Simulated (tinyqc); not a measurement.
From results back to parameters: Franz-Keldysh effect at a direct gap. Three cases, with inputs chosen for the exercise.

Problem. In modulation spectra the extrema of the oscillations lie at E_n = Eg + th (3 pi (n - 1/2)/4)^(2/3) (the phase constant is taken as pi/2 here), with th = (c (e Fd)^2/mr)^(1/3), mr = me mhh/(me + mhh), c = hbar^2/2m0; 1 kV/cm = 1e-5 V/angstrom. Extrema n = 2 and n = 4 are given; Eg and the field are hidden.

Constants: hbar^2/2m0 = 3.80998211 eV angstrom^2.

Find: th; Eg; Fd.

Method. E_n is linear in (3 pi (n - 1/2)/4)^(2/3): the slope is th and the intercept Eg; then e Fd = sqrt(th^3 mr/c).

Case 1.

Values chosen (out of a larger set: near those of GaAs; not measured data): me = 0.0694 m0 (electron mass); mhh = 0.514 m0 (heavy-hole mass).

E_2 = 1.57712 eV
E_4 = 1.66452 eV

Solution.

th = 49.61 meV
Eg = 1.462 eV
Fd = 1.4e+02 kV/cm

Case 2.

Values chosen (out of a larger set: near those of GaAs; not measured data): me = 0.0656 m0 (electron mass); mhh = 0.478 m0 (heavy-hole mass).

E_2 = 1.52378 eV
E_4 = 1.58966 eV

Solution.

th = 37.40 meV
Eg = 1.437 eV
Fd = 89 kV/cm

Case 3.

Values chosen (out of a larger set: near those of InP; not measured data): me = 0.0817 m0 (electron mass); mhh = 0.608 m0 (heavy-hole mass).

E_2 = 1.41736 eV
E_4 = 1.49203 eV

Solution.

th = 42.39 meV
Eg = 1.319 eV
Fd = 1.2e+02 kV/cm

Computed by tinyqc, one run a case: `OMP_NUM_THREADS=1 python tinyqc.py N N+1 out.jsonl` with N = 1650128, 1650317, 1650596; one thread of a shared Intel(R) Xeon(R) Processor @ 2.30GHz, about 0.01 s a run at most.
